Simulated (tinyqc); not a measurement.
Conductivity against oxygen pressure: defect equilibria of an oxide against oxygen pressure (mass action). Computed by tinyqc, a small Python program. Command: `OMP_NUM_THREADS=1 python tinyqc.py 3004366 3004367 out.jsonl brouwer walk`. One thread of a shared host (Intel(R) Xeon(R) Processor @ 2.30GHz), about 0.01 s of CPU time with the checks.

Defects: oxygen vacancies V (charge +2), electrons n, holes p, the ionic partner X = V_M'' (charge -2), and the dopant. Activities are taken equal to concentrations.

Inputs (values chosen for the exercise, for a model oxide):
```
quantity                           value             unit
reduction enthalpy H_r              3.39               eV
prefactor K_r0                   3.6e+68  cm^-9 atm^(1/2)
gap E_g                             3.55               eV
prefactor N_c N_v                2.2e+41            cm^-6
disorder enthalpy H_s                2.8               eV
prefactor K_s0                   4.2e+44            cm^-6
dopant density N_d               2.9e+20            cm^-3
temperature T                        700                K
electron mobility mu_n                 4       cm^2/(V s)
hole mobility mu_p                  0.67       cm^2/(V s)
vacancy diffusion prefactor D_0   0.0046           cm^2/s
vacancy migration energy E_m        0.78               eV
```

Ionic disorder: Schottky, oxide MO. Dopant (singly charged, fully ionised): acceptor.

Constants: k_B = 8.617333262e-05 eV/K; e = 1.602176634e-19 C.

Method:
- K_r = K_r0 exp(-H_r/k_B T) = [V] n^2 P^(1/2); K_i = N_c N_v exp(-E_g/k_B T) = n p; K_s = K_s0 exp(-H_s/k_B T) = [X] [V].
- Neutrality: 2 [V] + p = n + 2 [X] + N_d. With n as the unknown, [V] = K_r/(n^2 P^(1/2)), p = K_i/n, [X] = K_s/[V]; the log ratio is ln(positive/negative).
- The root is found by 60 bisections in ln n between n = 1e-10 and 1e25 cm^-3.
- sigma_n = e n mu_n, sigma_p = e p mu_p, sigma_ion = 2 e [V] mu_V with mu_V = 2 e D/(k_B T) and D = D_0 exp(-E_m/k_B T); only the oxygen vacancies carry ionic current, and the ionic transport number is sigma_ion over the total.

K_r = 1.41051e+44 cm^-9 atm^(1/2)

K_i = 6.07502e+15 cm^-6

K_s = 2.91163e+24 cm^-6

Log10 of the conductivities in S/cm:
```
log10 P (atm)   n-type   p-type    ionic    total  ionic transport number
-28             0.7936  -22.173  -4.7510   0.7936                 0.00000
-24            -0.2000  -21.179  -4.7639  -0.1999                 0.00003
-20            -1.1993  -20.180  -4.7652  -1.1992                 0.00027
-16            -2.1992  -19.180  -4.7653  -2.1981                 0.00271
-12            -3.1992  -18.180  -4.7653  -3.1876                 0.02644
-8             -4.1992  -17.180  -4.7653  -4.0949                 0.21358
-4             -5.1992  -16.180  -4.7653  -4.6292                 0.73088
0              -6.1992  -15.180  -4.7653  -4.7496                 0.96449
```

What follows from these numbers?

The ionic transport number exceeds 0.9 in the rows log P = 0: the electrolytic window. The total has no minimum inside this range.

Extremes, crossings and ranges named in words are read from the listed rows.
